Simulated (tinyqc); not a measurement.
Tight binding, kagome lattice, step by step. One step of it, computed by the program tinyqc.

Problem. Bloch Hamiltonian at K. H_AB = -t1 - t2 exp(-i k.a1), H_AC = -t1 - t2 exp(-i k.a2), H_BC = -t1 - t2 exp(i k.(a1 - a2)), H_CC = delta.

Parameters chosen for this model:

| parameter | value | unit |
|---|---|---|
| t1 | 0.580000 | eV, up triangles |
| t2 | 0.580000 | eV, down triangles |
| delta | 0 | eV on site C |

k point K (fractions of the reciprocal vectors): 0.333333  0.666667

Give: H(k) at K.

Solution.

H(k) at K (eV), lower triangle (Hermitian):
```
                 A                B       C
A           0.0000
B  -0.2900-0.5023i           0.0000
C  -0.2900+0.5023i  -0.2900-0.5023i  0.0000
```
